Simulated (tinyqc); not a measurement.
## Energy and delay of logic against supply voltage: energy and delay against supply voltage

One expression serves below and above threshold: I(Vg) = Ik [ln(1 + exp((Vg - VT + dd V)/(al nf Vt)))]^al, with I_on = I(V) and I_off = I(0). Gate delay td = kd C V/I_on, clock period LD td. Per gate and cycle the switching energy is act C V^2 and the leakage energy I_off V LD td. No short-circuit current, no variation. Minima are sought above 0.09 V; below a few Vt gates no longer switch and the model has no meaning.

EDP = energy times td.

Parameters, values chosen for the exercise; values of the order met in logic technologies: temperature T = 358 K; threshold voltage at zero drain bias VT = 0.33 V; slope factor nf = 1.17; barrier lowering per volt of supply dd = 0.02; specific current of a gate Ik = 0.64 uA; exponent of the current law al = 1.71; load capacitance of a gate C = 2.2 fF; delay factor kd = 0.8; logic depth LD = 40; activity factor act = 0.1.

Constants: q = 1.602176634e-19 C, kB = 1.380649e-23 J/K, Vt = kB T/q. Results are converted to the units shown.

Results:
```
V (V)  I_on (uA)  I_off (nA)  td (ps)  switching (aJ)  leakage (aJ)  energy (aJ)  EDP (fJ ps)
0.15    0.004528     0.07410  5.831e4           4.950         25.92        30.87         1800
0.27      0.1040     0.07918     4568           16.04         3.906        19.94        91.09
0.38      0.9565     0.08414    699.2           31.77        0.8943        32.66        22.84
0.5        4.115     0.08991    213.9           55.00        0.3846        55.38        11.84
0.62       9.715     0.09608    112.3           84.57        0.2676        84.84        9.529
0.73       16.63      0.1021    77.27           117.2        0.2304        117.5        9.077
0.97       36.75      0.1166    46.45           207.0        0.2101        207.2        9.625
1.08       48.08      0.1239    39.53           256.6        0.2116        256.8        10.15
1.2        61.85      0.1324    34.15           316.8        0.2170        317.0        10.83
```

Estimate the missing row, V = 0.85 V.

Computed row:
```
V (V)  I_on (uA)  I_off (nA)  td (ps)  switching (aJ)  leakage (aJ)  energy (aJ)  EDP (fJ ps)
0.85       25.87      0.1091    57.83           158.9        0.2145        159.2        9.204
```

With this row back in the table: td falls from 58300 to 34.1 ps; the energy goes from 30.9 through a minimum of 19.9 (at V = 0.27 V among the rows listed) to 317 aJ and the EDP goes from 1800 through a minimum of 9.08 (at V = 0.73 V among the rows listed) to 10.8 fJ ps. The exact minima lie at V = 0.239 V for the energy and 0.753 V for the EDP. Going from 1.2 V to the energy minimum saves a factor of 16.7 in energy and costs a factor of 252 in delay. Below the minimum the leakage energy rises faster than the switching energy falls, because the clock period grows so steeply.

Computed by the program tinyqc: `OMP_NUM_THREADS=1 python tinyqc.py 2082094 2082095 out.jsonl`, one thread of a shared Intel Xeon 2.30GHz, about 0.01 s for the whole run.
